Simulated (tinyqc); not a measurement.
# Donor binding, ionisation and the Mott limit, step by step

Numbers from tinyqc (`OMP_NUM_THREADS=1 python tinyqc.py 2330004 2330005 out.jsonl`; about 0.02 s on one thread of a shared Intel Xeon 2.30GHz). Printed values are rounded.

Hydrogenic donor: Ry = (m0 q^3/(8 eps0^2 h^2)) me/eps_r^2 in eV, E0 = cc Ry, radius a = q/(8 pi eps0 eps_r E0), Mott density Nm = (0.26/a)^3. Below Nm the level sinks as Ed = E0 [1 - (N/Nm)^(1/3)]. Neutrality: Nc F12(eta) = N/(1 + 2 exp(eta + Ed/kB T)), F12(x) = (2/sqrt(pi)) int_0^infinity sqrt(u)/(1 + exp(u - x)) du.

Inputs (values chosen for the exercise); band and dielectric values close to those of germanium:
- T = 200 K (temperature)
- eps_r = 16.2 (relative permittivity)
- me = 0.12 m0 (mass in the hydrogenic formula, set independently of Nc)
- Nc = 5.77e18 cm^-3 (conduction-band density of states at 200 K)
- cc = 1 (ratio of the true binding energy to the hydrogenic one)
- N = 6.3e14 cm^-3 (donor density)

Constants: q = 1.602176634e-19 C, kB = 1.380649e-23 J/K, eps0 = 8.8541878128e-12 F/m, h = 6.62607015e-34 J s, m0 = 9.1093837015e-31 kg, Vt = kB T/q. Results are converted to the units shown.

Range of the model: A sharp level with degeneracy 2 overstates freeze-out near Nm, where the impurity band broadens and merges with the conduction band.

## Binding energy, radius and Mott density

The mean spacing of the donors is N^(-1/3).

Ry = 6.22117 meV
E0 = 6.22117 meV
a = 7.14389 nm
Nm = 4.82076e16 cm^-3
spacing over a = 16.3287
Ed = 4.75580 meV

## Ionisation

Solve the neutrality equation for eta. Boltzmann form: with k = (Nc/2) exp(-Ed/kB T) the ionised share is [-k + sqrt(k^2 + 4 k N)]/(2 N).

eta = -9.12271
ionised share = 99.9712 %
n = 6.29819e14 cm^-3
ionised share, Boltzmann form = 99.9712 %

With the level held at E0 the share would be 100 %.
